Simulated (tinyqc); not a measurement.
# Worked calculation: elastic trap-assisted tunnelling through a dielectric

Computed by the program tinyqc: `OMP_NUM_THREADS=1 python tinyqc.py 2370067 2370068 out.jsonl`, one thread of a shared Intel Xeon 2.30GHz, about 0.04 s for the whole run. Printed values are rounded.

Emitter at x = 0 (Fermi level 0), collector at x = t (Fermi level -V), band edge U(x) = phi - F x, F = V/t. A trap at x has the energy E = U(x) - Et. With G(u) = (4/(3 F)) sqrt(mo/C) max(u, 0)^1.5, C = hbar^2/(2 m0): S1 = G(phi - E) - G(Et), S2 = G(Et) - G(phi - V - E), T1,2 = exp(-S1,2). The steady rate through one trap is nu T1 T2 (f1 - f2)/(T1 + T2), f1 = f(E), f2 = f(E + V), f(y) = 1/(1 + exp(y/Vt)); both contacts offer states at E.

Inputs (values chosen for the exercise); dielectric values close to those of hafnium oxide: temperature T = 300 K; barrier above the emitter Fermi level phi = 1.51 eV; tunnelling mass mo = 0.2 m0; thickness t = 3.8 nm; trap depth below the band edge of the dielectric Et = 1.37 eV; trap density Nt = 4.9e18 cm^-3; attempt frequency nu = 1e14 1/s; points of the grid n = 13; voltage V = 1.07 V; left end of the grid xa = 0.55 nm; right end of the grid xb = 2.78 nm.

Constants: q = 1.602176634e-19 C, kB = 1.380649e-23 J/K, hbar = 1.054571817e-34 J s, m0 = 9.1093837015e-31 kg, Vt = kB T/q, hbar^2/(2 m0) = 0.0380998212 eV nm^2. Results are converted to the units shown.

Range of the model: Phonon-assisted (inelastic) capture, chains of traps and a spread of trap depths are left out.

## Rate through a trap near the best position

n equally spaced x from xa to xb, where nearly all of the current flows; J = q Nt times the integral of the rate, by Simpson's rule.

x, point 0 to 12 (nm): [0.550000, 0.735833, 0.921667, 1.107500, 1.293333, 1.479167, 1.665000, 1.850833, 2.036667, 2.222500, 2.408333, 2.594167, 2.780000]
E, point 0 to 12 (eV): [-0.0148684, -0.0671952, -0.1195219, -0.1718487, -0.2241754, -0.2765022, -0.3288289, -0.3811557, -0.4334825, -0.4858092, -0.5381360, -0.5904627, -0.6427895]
S1, point 0 to 12: [3.03175, 4.09226, 5.17050, 6.26620, 7.37908, 8.50888, 9.65535, 10.81825, 11.99735, 13.19243, 14.40329, 15.62971, 16.87150]
S2, point 0 to 12: [14.06866, 13.47813, 12.85630, 12.20466, 11.52453, 10.81706, 10.08325, 9.32403, 8.54021, 7.73256, 6.90174, 6.04839, 5.17309]
f1 - f2, point 0 to 12: [0.6399475, 0.9308117, 0.9902753, 0.9987043, 0.9998286, 0.9999774, 0.9999970, 0.9999996, 0.9999999, 1.000000, 1.000000, 1.000000, 0.9999999]
rate, point 0 to 12 (1/s): [4.968185e7, 1.304214e8, 2.583082e8, 4.987421e8, 9.728826e8, 1.824020e9, 2.528838e9, 1.635920e9, 5.972268e8, 1.856759e8, 5.552545e7, 1.629572e7, 4.707551e6]
J = 126.6545 A/cm^2

A converged quadrature gives 127.9 A/cm^2; this grid is 1.0 % below that. The rate peaks at x = 1.66 nm; traps sink below the emitter Fermi level beyond x = 0.497 nm.

## The best-placed trap against direct tunnelling

xs = 1.66 nm

At x = xs: E, S1, S2 and the occupation (T1 f1 + T2 f2)/(T1 + T2). Direct tunnelling at E = 0 has S = (4/(3 F)) sqrt(mo/C) [phi^1.5 - max(phi - V, 0)^1.5].

E = -0.3274211 eV
S1 = 9.624287
S2 = 10.10333
occupation = 0.6175200
S of direct tunnelling = 16.96420

The harder of the two steps has S = 10.1, 59.6 % of the direct exponent: the trap splits one long tunnelling path into two short ones.
